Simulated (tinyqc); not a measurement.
Comparisons within one model: optical gain and spontaneous emission in a bulk direct-gap semiconductor. A value that a table varies takes the place of the one given here.

Parabolic bands, vertical transitions, no excitons. For each hole band j: mr = me mj/(me + mj); joint density of states J_j(E) = (mr/c)^(3/2) sqrt(E - Eg)/(2 pi^2), both spins, c = hbar^2/2m0; averaged matrix element |e.p|^2 = m0 Ep/6; alpha_j(E) = 4 pi^2 alpha_f c Ep J_j/(3 nr E) in 1/angstrom (alpha_f the fine-structure constant, listed as alpha among the constants), times 1e8 for 1/cm.

F_j(eta) = (1/Gamma(j + 1)) integral_0^infinity x^j dx/(1 + exp(x - eta)), which tends to exp(eta) for eta << 0.

Quasi-Fermi levels: n = Nc F_1/2(Fc/kT) and p = Nv F_1/2(Fv/kT), Fc counted up from the conduction edge and Fv down from the valence edge; Nc, Nv from N = 2 (m kB T/(4 pi c))^(3/2) with c = hbar^2/2m0, in 1/angstrom^3; times 1e24 for 1/cm^3, with me and (mhh^(3/2) + mlh^(3/2))^(2/3).

For band j the electron sits at Ee = (E - Eg) mr/me above its edge and the hole at Eh = (E - Eg) mr/mj; fe = 1/(1 + exp((Ee - Fc)/kT)), fh = 1/(1 + exp((Eh - Fv)/kT)); gain g = sum_j alpha_j (fe + fh - 1).

Spontaneous rate: R = integral of (nr E/(hbar c))^2/(pi^2 hbar) sum_j alpha_j fe fh dE, with alpha in 1/cm and (nr E/(hbar c))^2 in 1/cm^2 (1e16 per 1/angstrom^2); B = R/(n p); lifetime n/R.

Constants: hbar^2/2m0 = 3.80998211 eV angstrom^2; fine-structure constant alpha = 0.007297352564; kB = 8.617333262e-05 eV/K; hbar = 6.58211957e-16 eV s; hbar c = 1973.269805 eV angstrom.

Values chosen for the exercise (near those of InGaAs; shifted at random, so the results belong to these values and not to a real crystal):
```
symbol  value   unit    meaning
Eg      0.754   eV      direct gap
me      0.041   m0      electron mass
mhh     0.467   m0      heavy-hole mass
mlh     0.0533  m0      light-hole mass
Ep      23.2    eV      Kane energy
nr      3.5             refractive index
T       300     K
n       2e+18   1/cm^3  injected density, n = p
```

## Peak gain against injection

The peak is the largest g over E; a dash marks no gain.

Gain:
```
n (1/cm^3),Fc (eV),Fv (eV),peak gain (1/cm),peak E - Eg (eV),B (cm^3/s)
3.6e+17,0.0296,-0.0808,-,-,1.32e-10
5.8e+17,0.0510,-0.0682,-,-,1.24e-10
8.3e+17,0.0703,-0.0587,33,0.0041,1.18e-10
1.0e+18,0.0818,-0.0537,117,0.0103,1.14e-10
1.3e+18,0.1002,-0.0466,287,0.0209,1.08e-10
1.7e+18,0.1220,-0.0392,510,0.0340,1.01e-10
2.2e+18,0.1466,-0.0320,766,0.0486,9.41e-11
2.9e+18,0.1777,-0.0241,1081,0.0659,8.68e-11
```

transparency density (Fc + Fv = 0) = 7.22e+17 1/cm^3

Gain starts at 7.22e+17 1/cm^3, where Fc = -Fv = 0.0624 eV: with Nv/Nc = 40 the electrons must be degenerate before the holes are. The slope of peak gain against n is 4.96e-16 cm^2 between the first two rows with gain and 4.51e-16 between the last two; the peak moves from 0.0041 to 0.0659 eV above the gap as the bands fill, and B falls by a factor 1.52. Line broadening and gap shrinkage are left out.

## Gain spectrum

At the density n.

Spectrum:
```
E - Eg (eV),"alpha, empty (1/cm)","fe, heavy","fh, heavy",g (1/cm)
0.005,1669,0.994,0.205,326
0.010,2345,0.993,0.202,442
0.020,3274,0.990,0.197,573
0.030,3958,0.986,0.192,639
0.045,4757,0.976,0.185,666
0.060,5392,0.960,0.178,623
0.080,6076,0.921,0.169,441
0.100,6635,0.851,0.161,62
0.130,7308,0.663,0.149,-1047
0.170,7995,0.322,0.133,-3342
0.220,8628,0.074,0.116,-5759
```

Fc + Fv = 0.1024 eV

g is positive below E - Eg = 0.1024 eV; the largest value listed is 666 1/cm at 0.045 eV. At 0.220 eV above the gap g is -0.67 times the absorption of the empty crystal, whose limit is -1.

## Transparency density and B against temperature

Eg is held fixed; B is taken at n = 1e15 1/cm^3.

Results:
```
T (K),transparency density (1/cm^3),Fc/kT there,B (cm^3/s)
100,1.39e+17,2.414,7.34e-10
150,2.55e+17,2.414,4.03e-10
200,3.93e+17,2.414,2.64e-10
250,5.49e+17,2.414,1.91e-10
300,7.22e+17,2.414,1.46e-10
350,9.10e+17,2.414,1.17e-10
400,1.11e+18,2.414,9.65e-11
500,1.55e+18,2.414,7.02e-11
```

Fc/kT at transparency stays at 2.414, since it depends on Nv/Nc alone, so the density goes as T^1.50. B goes as T^-1.46, against T^-1.5 for non-degenerate carriers: hot carriers spread over k and fewer pairs share a wave vector.

## What moves transparency and gain

Transparency is Fc + Fv = 0; the peak is the largest g over E at the density n (0 if none). Each row changes one parameter from the base and keeps the others.

Results:
```
case,transparency density (1/cm^3),Fc + Fv (eV),peak gain (1/cm)
base,7.22e+17,0.1024,667
me = 0.0471 m0,8.30e+17,0.0834,689
mhh = 0.28 m0,5.63e+17,0.1235,1206
Ep = 25.5 eV,7.22e+17,0.1024,733
T = 340 K,8.71e+17,0.0906,516
n = 2.6e+18 1/cm^3,7.22e+17,0.1375,952
nr = 3.68,7.22e+17,0.1024,634
```

The largest shifts from the base row, up to three for each result and ties (the steps differ in size, so this ranks the rows, not the parameters). transparency density (1/cm^3): mhh -1.58e+17, T +1.49e+17, me +1.08e+17; unchanged at the printed digits by Ep, n and nr. Fc + Fv (eV): n +0.0352, mhh +0.0211, me -0.0190; unchanged at the printed digits by Ep and nr. peak gain (1/cm): mhh +539, n +285, T -151.

(tinyqc, `OMP_NUM_THREADS=1 python tinyqc.py 1650564 1650565 out.jsonl`, Intel(R) Xeon(R) Processor @ 2.30GHz, 1 thread, shared host, about 0.08 s.)
